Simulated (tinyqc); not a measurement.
# Undoped symmetric double-gate MOSFET, analytic potential model: effects of single changes

An undoped body of thickness ts between two equal insulators and tied gates; long channel, electrons only, n = ni exp((psi - V)/Vt) with V the quasi-Fermi potential (0 at the source, Vd at the drain), constant mobility, no quantisation. Across the body psi(x) = V - 2 Vt ln[(ts/(2 beta)) sqrt(q ni/(2 eps0 eps_r Vt)) cos(2 beta x/ts)], x from the centre. Q is the electron charge per area of the whole body.

Values chosen for this exercise; material values close to those of germanium:
- T = 293 K (temperature)
- Eg = 0.656 eV (band gap)
- eps_r = 15.7 (relative permittivity of the semiconductor)
- Nc = 9.94e18 cm^-3 (conduction-band density of states at T)
- Nv = 5.85e18 cm^-3 (valence-band density of states at T)
- eox = 9.08 (relative permittivity of the gate insulator)
- tox = 4.2 nm (insulator thickness)
- ts = 20 nm (body thickness)
- dphi = 0.2 V (gate work function less that of the intrinsic body)
- mu = 130 cm^2/(V s) (channel mobility)
- L = 2 um (gate length)
- Vd = 0.1 V (drain voltage)

Constants: q = 1.602176634e-19 C, kB = 1.380649e-23 J/K, Vt = kB T/q, eps0 = 8.8541878128e-14 F/cm where lengths are in cm. Results are converted to the units shown.

Each table varies one quantity; the others keep the values above.

## Output curve

ni = sqrt(Nc Nv) exp(-Eg/(2 Vt)), Eg in volts; r = eps_r tox/(eox ts); V0 = dphi + 2 Vt ln[(2/ts) sqrt(2 eps0 eps_r Vt/(q ni))]. beta (between 0 and pi/2) solves (Vg - V0 - V)/(2 Vt) = ln(beta) - ln(cos beta) + 2 r beta tan(beta). Q = 8 eps0 eps_r Vt beta tan(beta)/ts; I = mu (1/L)(4 eps0 eps_r/ts)(2 Vt)^2 [g(beta_s) - g(beta_d)] per width, g = beta tan(beta) - beta^2/2 + r beta^2 tan^2(beta), with beta_s at V = 0 and beta_d at V = Vd.

In this table Vg = 1.11 V.

Result of one run:
```
Vd (V)  Qd (nC/cm^2)     Qd/Qs  I (uA/um)
0.59          167.01  0.083902     39.083
```

What becomes of these results when the drain voltage Vd is changed from 0.59 to 1.05 V, all else the same?

Result of the changed run:
```
Vd (V)  Qd (nC/cm^2)      Qd/Qs  I (uA/um)
1.05       2.1783e-5  1.0943e-8     39.675
```

The whole series:
```
Vd (V)  Qd (nC/cm^2)      Qd/Qs  I (uA/um)
0.13          1541.7    0.77449     14.916
0.24          1172.4    0.58899     24.612
0.36          787.36    0.39554     32.240
0.48          434.62    0.21834     36.977
0.59          167.01   0.083902     39.083
0.71          12.694  0.0063769     39.653
0.82         0.19633  9.8628e-5     39.675
0.94       0.0016990  8.5350e-7     39.675
1.05       2.1783e-5  1.0943e-8     39.675
```

The current rises from 14.9 to 39.7 uA/um, while the charge at the drain end falls from 0.77 to 1.1e-8 of that at the source. The current first comes within 1 % of its last value at Vd = 0.71 V among the rows. Over the last rows Qd falls by a factor of e for each Vt of drain voltage: the drain end is in weak inversion. In every row the surface density at the source passes 0.3 Nc, where Boltzmann statistics fail.

## Effect of the body thickness

Q = 8 eps0 eps_r Vt beta tan(beta)/ts; I = mu (1/L)(4 eps0 eps_r/ts)(2 Vt)^2 [g(beta_s) - g(beta_d)] per width, g = beta tan(beta) - beta^2/2 + r beta^2 tan^2(beta), with beta_s at V = 0 and beta_d at V = Vd.  I(low) is taken at Vg = 0.21 V, Qs and I(high) at Vg = 0.96 V.

Effect of the body thickness:
```
ts (nm)  V0 (V)  I(low) (nA/um)  Qs(high) (nC/cm^2)  I(high) (uA/um)
6.7      0.5111        0.004467                1465            8.423
9.3      0.4945        0.006201                1469            8.453
13       0.4776        0.008668                1472            8.473
18       0.4612         0.01200                1473            8.485
26       0.4426         0.01733                1474            8.492
36       0.4262         0.02400                1475            8.496
50       0.4096         0.03333                1475            8.498
```

What does the table show?

As ts goes from 6.7 to 50 nm, I(low) rises from 0.00447 to 0.0333 nA/um and I(high) rises from 8.42 to 8.50 uA/um. On average I(low) goes as ts^(1.00) and I(high) goes as ts^(0.00). Below threshold the charge is proportional to the cross-section of the body; above it the insulator sets the charge. In every row the surface density at the source at the higher gate voltage passes 0.3 Nc, where Boltzmann statistics fail. At ts = 6.7 nm the body is thin enough for quantum confinement, left out here, to raise the threshold.

Program tinyqc, `OMP_NUM_THREADS=1 python tinyqc.py 2440145 2440146 out.jsonl`; Intel Xeon 2.30GHz, shared host, one thread, about 0.03 s.
